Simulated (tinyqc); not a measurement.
Inside a calculation: density of states of one tight-binding band of a chain. Values are carried at full precision from step to step, so a last printed digit may differ when a step is redone from the rounded ones.

E(k) = -2 t cos(2 pi k) - 2 t2 cos(4 pi k); k in fractions of the reciprocal vectors, mesh k_i = j/N with j = 0 .. N-1. Densities are per cell and per spin, so the band holds one state.

Inputs chosen for the exercise:
- t = 0.32 eV (nearest hopping)
- t2 = 0.05 eV (second hopping)
- N = 10 (mesh points along each axis)
- bins = 10 (bins of the histogram)
- E_lo = -0.813 eV (lower end of the histogram)
- E_hi = 0.617 eV (upper end)
- E = 0 eV (energy at which the density is wanted)
- sigma = 0.032 eV (Gaussian width)

## Energies on the mesh

Evaluate the band at all 10 points and collect equal values.

Distinct energies:
```
E_k (eV)  points
-0.7400        1
-0.5487        2
-0.1169        2
0.2787         2
0.4869         2
0.5400         1
```

The 10 points give 6 distinct energies between -0.7400 and 0.5400 eV; a dense mesh gives a band from -0.740 to 0.540 eV.

## Histogram

Count the points in equal bins from E_lo to E_hi; g = count/(all points x bin width).

Histogram:
```
from (eV)  to (eV)  points  g (1/eV)
-0.8130    -0.6700       1    0.6993
-0.6700    -0.5270       2    1.3986
-0.5270    -0.3840       0    0.0000
-0.3840    -0.2410       0    0.0000
-0.2410    -0.0980       2    1.3986
-0.0980     0.0450       0    0.0000
0.0450      0.1880       0    0.0000
0.1880      0.3310       2    1.3986
0.3310      0.4740       0    0.0000
0.4740      0.6170       3    2.0979
```

Empty bins: 5 of 10; the fullest holds 3 points. Empty bins inside the band come from the coarse mesh, not from gaps.

## Gaussian broadening at one energy

Gaussian broadening: g(E) = mean over the mesh of exp(-(E - E_k)^2/(2 sigma^2))/(sigma sqrt(2 pi)), n(E) = mean of erfc((E_k - E)/(sigma sqrt 2))/2.

Sum over the distinct energies with their counts.

n(E) = 0.5000
g(E) = 0.0032 1/eV

## Sum over all linear segments

Each interval of the mesh is a segment with E linear in k: n = (E - e1)/(e2 - e1), g = 1/(e2 - e1) between its end values.

Average n and g over all pieces of the mesh. The reference uses the same method with N = 4000.

n(E) = 0.4591
g(E) = 0.5056 1/eV
reference n(E) = 0.452
reference g(E) = 0.460 1/eV

On this mesh the linear method errs by +0.046 1/eV in g and +0.007 in n; the Gaussian sum erred by -0.457 and +0.048.

## Checks

- States below the top of the band by the linear method against one: both 1.000000.

Program tinyqc; command `OMP_NUM_THREADS=1 python tinyqc.py 1681473 1681474 out.jsonl`; about 0.01 s on one thread of a shared Intel(R) Xeon(R) Processor @ 2.30GHz.
